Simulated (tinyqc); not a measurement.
Inside a calculation. Method: MP2 on RHF in the 6-31g basis, for H3+, spin multiplicity 1. Computed by tinyqc, a small Python program that keeps every step (integrals from PySCF). Settings: charge = 1, multiplicity = 1, basis = 6-31g, method = RHF, energy threshold = 1e-10, iteration cap = 88, orthogonalisation = symmetric, start = core, DIIS depth = 6. Command: `OMP_NUM_THREADS=1 python tinyqc.py 27181 27182 out.jsonl` (the two numbers bound the seeds that draw the settings). One thread of a shared host (Intel(R) Xeon(R) Processor @ 2.60GHz), about 0.08 s of CPU time with the checks. The early iterations of the SCF are left out here.

## One-electron integrals

Geometry (angstrom):
```
atom,x,y,z
H,0.000000,0.000000,0.000000
H,0.000000,0.000000,0.950000
H,0.000000,0.947000,-0.072000
```

Basis 6-31g: exponents (1/bohr^2) and contraction coefficients of normalised primitives:
```
element,l (shell),exponent,coefficient
H,s (1),18.731137,0.033495
H,s (1),2.825394,0.234727
H,s (1),0.640122,0.813757
H,s (2),0.161278,1.000000
```

Overlap, kinetic and nuclear-attraction integrals over the contracted functions; the nuclear repulsion is the sum of Za Zb / Rab.

nuclear repulsion = 1.49401436 hartree

overlap S, lower triangle:
```
,1H 1s,1H 2s,2H 1s,2H 2s,3H 1s,3H 2s
1H 1s,1.000000
1H 2s,0.658292,1.000000
2H 1s,0.286807,0.430983,1.000000
2H 2s,0.430983,0.771136,0.658292,1.000000
3H 1s,0.286993,0.431086,0.079179,0.264865,1.000000
3H 2s,0.431086,0.771249,0.264865,0.571765,0.658292,1.000000
```

kinetic energy T (hartree), lower triangle:
```
,1H 1s,1H 2s,2H 1s,2H 2s,3H 1s,3H 2s
1H 1s,1.395678
1H 2s,0.259735,0.241917
2H 1s,0.055481,0.121743,1.395678
2H 2s,0.121743,0.154229,0.259735,0.241917
3H 1s,0.055641,0.121799,-0.049253,0.040861,1.395678
3H 2s,0.121799,0.154270,0.040861,0.086770,0.259735,0.241917
```

nuclear attraction V (hartree), lower triangle:
```
,1H 1s,1H 2s,2H 1s,2H 2s,3H 1s,3H 2s
1H 1s,-2.764437
1H 2s,-1.460777,-1.588620
2H 1s,-0.718533,-0.924709,-2.588552
2H 2s,-0.974322,-1.245992,-1.351329,-1.481417
3H 1s,-0.719070,-0.924986,-0.182014,-0.568471,-2.588704
3H 2s,-0.974568,-1.246182,-0.568439,-0.931760,-1.351418,-1.481487
```

core Hamiltonian H = T + V (hartree), lower triangle:
```
,1H 1s,1H 2s,2H 1s,2H 2s,3H 1s,3H 2s
1H 1s,-1.368759
1H 2s,-1.201042,-1.346703
2H 1s,-0.663052,-0.802966,-1.192874
2H 2s,-0.852579,-1.091763,-1.091594,-1.239501
3H 1s,-0.663429,-0.803186,-0.231267,-0.527610,-1.193026
3H 2s,-0.852768,-1.091912,-0.527578,-0.844990,-1.091683,-1.239570
```

## Two-electron integrals

Functions are numbered as in S; the eight-fold symmetry (ij|kl) = (ji|kl) = (kl|ij) leaves the list below.

Two-electron integrals (ij|kl) in chemists' order, unique and non-zero (hartree):
```
i,j,k,l,(ij|kl)
1,1,1,1,1.076566
2,1,1,1,0.578470
2,1,2,1,0.329423
2,2,1,1,0.587396
2,2,2,1,0.361304
2,2,2,2,0.453150
3,1,1,1,0.237274
3,1,2,1,0.137648
3,1,2,2,0.154618
3,1,3,1,0.077114
3,2,1,1,0.258751
3,2,2,1,0.160302
3,2,2,2,0.201466
3,2,3,1,0.096836
3,2,3,2,0.140105
3,3,1,1,0.543493
3,3,2,1,0.345918
3,3,2,2,0.452993
3,3,3,1,0.237274
3,3,3,2,0.369618
3,3,3,3,1.076566
4,1,1,1,0.369618
4,1,2,1,0.211672
4,1,2,2,0.234228
4,1,3,1,0.096836
4,1,3,2,0.115885
4,1,3,3,0.258751
4,1,4,1,0.140105
4,2,1,1,0.421947
4,2,2,1,0.261809
4,2,2,2,0.334877
4,2,3,1,0.127522
4,2,3,2,0.177491
4,2,3,3,0.421947
4,2,4,1,0.177491
4,2,4,2,0.269467
4,3,1,1,0.345918
4,3,2,1,0.218769
4,3,2,2,0.286969
4,3,3,1,0.137648
4,3,3,2,0.211672
4,3,3,3,0.578470
4,3,4,1,0.160302
4,3,4,2,0.261809
4,3,4,3,0.329423
4,4,1,1,0.452993
4,4,2,1,0.286969
4,4,2,2,0.385506
4,4,3,1,0.154618
4,4,3,2,0.234228
4,4,3,3,0.587396
4,4,4,1,0.201466
4,4,4,2,0.334877
4,4,4,3,0.361304
4,4,4,4,0.453150
5,1,1,1,0.237453
5,1,2,1,0.137749
5,1,2,2,0.154724
5,1,3,1,0.055276
5,1,3,2,0.064819
5,1,3,3,0.136834
5,1,4,1,0.087850
5,1,4,2,0.110771
5,1,4,3,0.088179
5,1,4,4,0.120006
5,1,5,1,0.077217
5,2,1,1,0.258856
5,2,2,1,0.160363
5,2,2,2,0.201530
5,2,3,1,0.064798
5,2,3,2,0.082358
5,2,3,3,0.177424
5,2,4,1,0.102767
5,2,4,2,0.145388
5,2,4,3,0.115040
5,2,4,4,0.161582
5,2,5,1,0.096926
5,2,5,2,0.140172
5,3,1,1,0.055375
5,3,2,1,0.033553
5,3,2,2,0.040132
5,3,3,1,0.017653
5,3,3,2,0.023021
5,3,3,3,0.054239
5,3,4,1,0.023348
5,3,4,2,0.032709
5,3,4,3,0.032830
5,3,4,4,0.039498
5,3,5,1,0.017663
5,3,5,2,0.023025
5,3,5,3,0.005657
5,4,1,1,0.158130
5,4,2,1,0.098042
5,4,2,2,0.123431
5,4,3,1,0.042408
5,4,3,2,0.054978
5,4,3,3,0.120660
5,4,4,1,0.064349
5,4,4,2,0.092606
5,4,4,3,0.077496
5,4,4,4,0.105953
5,4,5,1,0.058573
5,4,5,2,0.084497
5,4,5,3,0.015213
5,4,5,4,0.052492
5,5,1,1,0.543625
5,5,2,1,0.345991
5,5,2,2,0.453052
5,5,3,1,0.136765
5,5,3,2,0.177391
5,5,3,3,0.379273
5,5,4,1,0.221266
5,5,4,2,0.325112
5,5,4,3,0.248516
5,5,4,4,0.359624
5,5,5,1,0.237453
5,5,5,2,0.369710
5,5,5,3,0.054239
5,5,5,4,0.220952
5,5,5,5,1.076566
6,1,1,1,0.369710
6,1,2,1,0.211724
6,1,2,2,0.234285
6,1,3,1,0.087808
6,1,3,2,0.102754
6,1,3,3,0.221275
6,1,4,1,0.135792
6,1,4,2,0.169306
6,1,4,3,0.140360
6,1,4,4,0.185414
6,1,5,1,0.096926
6,1,5,2,0.115951
6,1,5,3,0.023353
6,1,5,4,0.070690
6,1,5,5,0.258856
6,1,6,1,0.140172
6,2,1,1,0.422025
6,2,2,1,0.261856
6,2,2,2,0.334934
6,2,3,1,0.110715
6,2,3,2,0.145368
6,2,3,3,0.325131
6,2,4,1,0.169296
6,2,4,2,0.246368
6,2,4,3,0.207382
6,2,4,4,0.283418
6,2,5,1,0.127624
6,2,5,2,0.177562
6,2,5,3,0.032713
6,2,5,4,0.108287
6,2,5,5,0.422025
6,2,6,1,0.177562
6,2,6,2,0.269545
6,3,1,1,0.158106
6,3,2,1,0.098030
6,3,2,2,0.123422
6,3,3,1,0.058533
6,3,3,2,0.084477
6,3,3,3,0.220952
6,3,4,1,0.070668
6,3,4,2,0.108270
6,3,4,3,0.127332
6,3,4,4,0.142324
6,3,5,1,0.042430
6,3,5,2,0.054989
6,3,5,3,0.015213
6,3,5,4,0.036946
6,3,5,5,0.120660
6,3,6,1,0.064356
6,3,6,2,0.092613
6,3,6,3,0.052492
6,4,1,1,0.295550
6,4,2,1,0.184606
6,4,2,2,0.239770
6,4,3,1,0.088278
6,4,3,2,0.123159
6,4,3,3,0.289800
6,4,4,1,0.124571
6,4,4,2,0.191475
6,4,4,3,0.181416
6,4,4,4,0.236852
6,4,5,1,0.088332
6,4,5,2,0.123186
6,4,5,3,0.025931
6,4,5,4,0.078514
6,4,5,5,0.289800
6,4,6,1,0.124599
6,4,6,2,0.191499
6,4,6,3,0.078514
6,4,6,4,0.148142
6,5,1,1,0.345991
6,5,2,1,0.218808
6,5,2,2,0.287002
6,5,3,1,0.088133
6,5,3,2,0.115018
6,5,3,3,0.248516
6,5,4,1,0.140351
6,5,4,2,0.207369
6,5,4,3,0.162099
6,5,4,4,0.232322
6,5,5,1,0.137749
6,5,5,2,0.211724
6,5,5,3,0.032830
6,5,5,4,0.127332
6,5,5,5,0.578470
6,5,6,1,0.160363
6,5,6,2,0.261856
6,5,6,3,0.077496
6,5,6,4,0.181416
6,5,6,5,0.329423
6,6,1,1,0.453052
6,6,2,1,0.287002
6,6,2,2,0.385539
6,6,3,1,0.119939
6,6,3,2,0.161549
6,6,3,3,0.359624
6,6,4,1,0.185390
6,6,4,2,0.283394
6,6,4,3,0.232322
6,6,4,4,0.328596
6,6,5,1,0.154724
6,6,5,2,0.234285
6,6,5,3,0.039498
6,6,5,4,0.142324
6,6,5,5,0.587396
6,6,6,1,0.201530
6,6,6,2,0.334934
6,6,6,3,0.105953
6,6,6,4,0.236852
6,6,6,5,0.361304
6,6,6,6,0.453150
```

## Orthogonalisation

S = U s U^T; symmetric (Loewdin) form X = U s^(-1/2) U^T, so that X^T S X = 1.

eigenvalues of S: 0.105346  0.210367  0.426271  0.695203  1.138689  3.424123

X, lower triangle:
```
,1H 1s,1H 2s,2H 1s,2H 2s,3H 1s,3H 2s
1H 1s,1.270592
1H 2s,-0.528172,2.181557
2H 1s,-0.068968,-0.000035,1.263364
2H 2s,0.040687,-0.691667,-0.499327,1.745316
3H 1s,-0.069080,-0.000004,0.034494,0.027529,1.263384
3H 2s,0.040719,-0.691964,0.027522,-0.143075,-0.499327,1.745571
```

## Iteration 6 (converged): orbitals

converged F (hartree), lower triangle:
```
,1H 1s,1H 2s,2H 1s,2H 2s,3H 1s,3H 2s
1H 1s,-0.470688
1H 2s,-0.797828,-0.779454
2H 1s,-0.557982,-0.596009,-0.334104
2H 2s,-0.644234,-0.682911,-0.667886,-0.664700
3H 1s,-0.558203,-0.596158,-0.293925,-0.446918,-0.334198
3H 2s,-0.644347,-0.682982,-0.446878,-0.570660,-0.667979,-0.664762
```

Diagonalise F' = X^T F X, C = X C', fill 1 alpha and 1 beta electrons from the bottom; D = 2 C_occ C_occ^T. Each column has its largest component positive (the first on a tie).

F' = X^T F X (hartree), lower triangle:
```
,1,2,3,4,5,6
1,0.130261
2,-0.578103,-0.003602
3,-0.300261,-0.123574,0.171631
4,-0.112217,-0.155297,-0.539862,-0.032984
5,-0.300480,-0.123569,-0.027706,-0.085194,0.171664
6,-0.112208,-0.155322,-0.085192,-0.126146,-0.539884,-0.032958
```

orbital energies (hartree): MO1 -1.067477, MO2 -0.311504, MO3 -0.133378, MO4 0.478340, MO5 0.604033, MO6 0.833998

coefficients C:
```
,MO1,MO2,MO3,MO4,MO5,MO6
1H 1s,0.344509,-0.000107,0.255852,-0.804522,0.000037,-1.036730
1H 2s,0.207877,-0.000208,1.635315,1.003685,-0.000196,1.506825
2H 1s,0.257225,0.299480,-0.102155,-0.603986,-0.897284,0.718272
2H 2s,0.152724,0.750031,-0.971931,0.285912,1.166569,-0.907519
3H 1s,0.257288,-0.299381,-0.102275,-0.604543,0.896261,0.719127
3H 2s,0.152728,-0.749632,-0.972771,0.286738,-1.165632,-0.908611
```

D after iteration 6, lower triangle:
```
,1H 1s,1H 2s,2H 1s,2H 2s,3H 1s,3H 2s
1H 1s,0.237373
1H 2s,0.143231,0.086426
2H 1s,0.177233,0.106942,0.132329
2H 2s,0.105230,0.063496,0.078569,0.046649
3H 1s,0.177276,0.106969,0.132362,0.078588,0.132394
3H 2s,0.105232,0.063497,0.078571,0.046651,0.078590,0.046652
```

## Convergence

Stop when the energy changes by less than 1e-10 hartree and every element of the error matrix X^T (F D S - S D F) X is below 3e-06.

Course of the cycle:
```
iteration,E (hartree),change,largest element of the error matrix
1,-1.19614059,-,1.70e-01
2,-1.23077170,-3.46e-02,1.83e-02
3,-1.23139236,-6.21e-04,8.04e-04
4,-1.23139400,-1.65e-06,3.75e-05
5,-1.23139400,-2.17e-09,2.78e-06
6,-1.23139400,-2.74e-11,3.81e-09
```

PySCF RHF in the same basis = -1.23139400 hartree

Converged in 6 iterations.

## Integrals over molecular orbitals

(pq|rs) = sum C_ip C_jq C_kr C_ls (ij|kl), one index at a time.

one-electron integrals over orbitals h = C^T H C (hartree), lower triangle:
```
,1,2,3,4,5,6
1,-1.657931
2,0.000047,-1.122673
3,-0.045863,-0.000013,-0.911890
4,0.119101,-0.000080,0.017418,-0.375080
5,0.000008,0.191168,-0.000014,0.000043,-0.260425
6,0.030950,0.000035,0.202924,-0.046740,-0.000021,-0.195547
```

Two-electron integrals over orbitals (pq|rs), unique and non-zero (hartree):
```
p,q,r,s,(pq|rs)
1,1,1,1,0.590454
2,1,1,1,-0.000047
2,1,2,1,0.115582
2,2,1,1,0.463375
2,2,2,1,0.000058
2,2,2,2,0.453802
3,1,1,1,0.045863
3,1,2,1,3.63e-06
3,1,2,2,-0.028505
3,1,3,1,0.079253
3,2,1,1,0.000009
3,2,2,1,-0.061238
3,2,2,2,-0.000027
3,2,3,1,-0.000030
3,2,3,2,0.051804
3,3,1,1,0.428882
3,3,2,1,-0.000051
3,3,2,2,0.362738
3,3,3,1,0.035245
3,3,3,2,0.000024
3,3,3,3,0.379255
4,1,1,1,-0.119101
4,1,2,1,0.000038
4,1,2,2,-0.069080
4,1,3,1,-0.015622
4,1,3,2,-0.000009
4,1,3,3,-0.047895
4,1,4,1,0.067531
4,2,1,1,0.000059
4,2,2,1,-0.021324
4,2,2,2,0.000023
4,2,3,1,3.84e-07
4,2,3,2,0.006939
4,2,3,3,0.000024
4,2,4,1,-0.000041
4,2,4,2,0.028083
4,3,1,1,-0.016520
4,3,2,1,1.64e-06
4,3,2,2,-0.007403
4,3,3,1,0.008288
4,3,3,2,-4.60e-06
4,3,3,3,-0.002490
4,3,4,1,0.016489
4,3,4,2,4.60e-06
4,3,4,3,0.036697
4,4,1,1,0.460476
4,4,2,1,-0.000088
4,4,2,2,0.376557
4,4,3,1,0.042122
4,4,3,2,0.000032
4,4,3,3,0.369644
4,4,4,1,-0.068078
4,4,4,2,0.000042
4,4,4,3,0.001020
4,4,4,4,0.399198
5,1,1,1,-0.000008
5,1,2,1,-0.067685
5,1,2,2,-0.000063
5,1,3,1,-8.47e-07
5,1,3,2,0.031197
5,1,3,3,0.000010
5,1,4,1,-0.000015
5,1,4,2,0.036395
5,1,4,3,0.000006
5,1,4,4,0.000028
5,1,5,1,0.065126
5,2,1,1,-0.129426
5,2,2,1,-0.000048
5,2,2,2,-0.106685
5,2,3,1,0.015321
5,2,3,2,0.000014
5,2,3,3,-0.054519
5,2,4,1,0.058407
5,2,4,2,3.44e-06
5,2,4,3,-0.005637
5,2,4,4,-0.076778
5,2,5,1,0.000078
5,2,5,2,0.094760
5,3,1,1,0.000007
5,3,2,1,0.017494
5,3,2,2,0.000008
5,3,3,1,0.000016
5,3,3,2,-0.000575
5,3,3,3,0.000009
5,3,4,1,0.000007
5,3,4,2,-0.016455
5,3,4,3,-4.08e-06
5,3,4,4,1.72e-06
5,3,5,1,-0.024310
5,3,5,2,-0.000024
5,3,5,3,0.018721
5,4,1,1,-0.000029
5,4,2,1,0.092619
5,4,2,2,0.000043
5,4,3,1,0.000015
5,4,3,2,-0.049288
5,4,3,3,-0.000032
5,4,4,1,0.000031
5,4,4,2,-0.018147
5,4,4,3,2.22e-06
5,4,4,4,-0.000067
5,4,5,1,-0.057173
5,4,5,2,-0.000041
5,4,5,3,0.015103
5,4,5,4,0.084663
5,5,1,1,0.464792
5,5,2,1,0.000154
5,5,2,2,0.447483
5,5,3,1,-0.030223
5,5,3,2,-0.000075
5,5,3,3,0.351755
5,5,4,1,-0.083955
5,5,4,2,-4.94e-06
5,5,4,3,-0.001563
5,5,4,4,0.380082
5,5,5,1,-0.000145
5,5,5,2,-0.129141
5,5,5,3,0.000030
5,5,5,4,0.000135
5,5,5,5,0.471384
6,1,1,1,-0.030950
6,1,2,1,-0.000015
6,1,2,2,0.044290
6,1,3,1,-0.066842
6,1,3,2,0.000036
6,1,3,3,-0.027904
6,1,4,1,0.017259
6,1,4,2,0.000013
6,1,4,3,0.027065
6,1,4,4,-0.023734
6,1,5,1,0.000008
6,1,5,2,-0.039092
6,1,5,3,-0.000018
6,1,5,4,-0.000024
6,1,5,5,0.057540
6,1,6,1,0.097810
6,2,1,1,-0.000025
6,2,2,1,0.070226
6,2,2,2,0.000009
6,2,3,1,0.000038
6,2,3,2,-0.034302
6,2,3,3,-0.000019
6,2,4,1,0.000027
6,2,4,2,-0.028801
6,2,4,3,-0.000014
6,2,4,4,-0.000045
6,2,5,1,-0.057723
6,2,5,2,-0.000025
6,2,5,3,0.024975
6,2,5,4,0.059695
6,2,5,5,0.000074
6,2,6,1,-0.000060
6,2,6,2,0.060894
6,3,1,1,-0.134883
6,3,2,1,0.000044
6,3,2,2,-0.072811
6,3,3,1,-0.035074
6,3,3,2,-0.000007
6,3,3,3,-0.066513
6,3,4,1,0.060722
6,3,4,2,-0.000038
6,3,4,3,0.012968
6,3,4,4,-0.083975
6,3,5,1,-0.000019
6,3,5,2,0.049727
6,3,5,3,0.000006
6,3,5,4,0.000031
6,3,5,5,-0.077336
6,3,6,1,0.033185
6,3,6,2,0.000024
6,3,6,3,0.073262
6,4,1,1,0.032000
6,4,2,1,0.000041
6,4,2,2,-0.042487
6,4,3,1,0.075767
6,4,3,2,-0.000053
6,4,3,3,0.028968
6,4,4,1,-0.013189
6,4,4,2,-0.000016
6,4,4,3,-0.004108
6,4,4,4,0.034356
6,4,5,1,-0.000024
6,4,5,2,0.033333
6,4,5,3,0.000023
6,4,5,4,0.000051
6,4,5,5,-0.056591
6,4,6,1,-0.085093
6,4,6,2,0.000073
6,4,6,3,-0.031785
6,4,6,4,0.095044
6,5,1,1,0.000014
6,5,2,1,-0.100248
6,5,2,2,-0.000055
6,5,3,1,-0.000026
6,5,3,2,0.060806
6,5,3,3,0.000029
6,5,4,1,-0.000025
6,5,4,2,0.033366
6,5,4,3,0.000010
6,5,4,4,0.000061
6,5,5,1,0.074815
6,5,5,2,0.000058
6,5,5,3,-0.020129
6,5,5,4,-0.089555
6,5,5,5,-0.000160
6,5,6,1,0.000047
6,5,6,2,-0.073368
6,5,6,3,-0.000025
6,5,6,4,-0.000072
6,5,6,5,0.110916
6,6,1,1,0.563678
6,6,2,1,-0.000125
6,6,2,2,0.440880
6,6,3,1,0.056282
6,6,3,2,0.000050
6,6,3,3,0.422741
6,6,4,1,-0.129819
6,6,4,2,0.000086
6,6,4,3,-0.022598
6,6,4,4,0.454333
6,6,5,1,0.000050
6,6,5,2,-0.125314
6,6,5,3,-0.000008
6,6,5,4,-0.000097
6,6,5,5,0.452160
6,6,6,1,-0.048701
6,6,6,2,-0.000075
6,6,6,3,-0.144621
6,6,6,4,0.048441
6,6,6,5,0.000094
6,6,6,6,0.583303
```

## Second-order Moller-Plesset energy

Hartree-Fock energy = -1.23139400 hartree

E2 = sum_ijab (ia|jb) [2 (ia|jb) - (ib|ja)] / (e_i + e_j - e_a - e_b) over occupied i, j and virtual a, b; the opposite-spin part is (ia|jb)^2 / denominator, the rest is same-spin, and SCS-MP2 scales them by 6/5 and 1/3.

Terms:
```
i,j,a,b,(ia|jb),(ib|ja),denominator,term
1,1,2,2,0.115582,0.115582,-1.511946,-0.008836
1,1,3,3,0.079253,0.079253,-1.868199,-0.003362
1,1,6,6,0.097810,0.097810,-3.802951,-0.002516
1,1,2,5,-0.067685,-0.067685,-2.427483,-0.001887
1,1,5,2,-0.067685,-0.067685,-2.427483,-0.001887
1,1,6,3,-0.066842,-0.066842,-2.835575,-0.001576
1,1,3,6,-0.066842,-0.066842,-2.835575,-0.001576
1,1,4,4,0.067531,0.067531,-3.091635,-0.001475
1,1,5,5,0.065126,0.065126,-3.343020,-0.001269
1,1,3,4,-0.015622,-0.015622,-2.479917,-0.000098
1,1,4,3,-0.015622,-0.015622,-2.479917,-0.000098
1,1,4,6,0.017259,0.017259,-3.447293,-0.000086
1,1,6,4,0.017259,0.017259,-3.447293,-0.000086
1,1,4,2,0.000038,0.000038,-2.301790,-6.24e-10
1,1,2,4,0.000038,0.000038,-2.301790,-6.24e-10
1,1,2,6,-0.000015,-0.000015,-2.657449,-8.86e-11
1,1,6,2,-0.000015,-0.000015,-2.657449,-8.86e-11
1,1,4,5,-0.000015,-0.000015,-3.217328,-6.68e-11
1,1,5,4,-0.000015,-0.000015,-3.217328,-6.68e-11
1,1,5,6,0.000008,0.000008,-3.572986,-1.81e-11
1,1,6,5,0.000008,0.000008,-3.572986,-1.81e-11
1,1,3,2,3.63e-06,3.63e-06,-1.690072,0
1,1,2,3,3.63e-06,3.63e-06,-1.690072,0
1,1,5,3,-8.47e-07,-8.47e-07,-2.605610,0
1,1,3,5,-8.47e-07,-8.47e-07,-2.605610,0
```

Pair energies (hartree; pair i-j sums ij and ji):
```
pair,opposite spin,same spin
1-1,-0.024753,0
```

MP2 correlation energy = -0.02475268 hartree

SCS-MP2 correlation energy = -0.02970321 hartree

MP2 total energy = -1.25614668 hartree
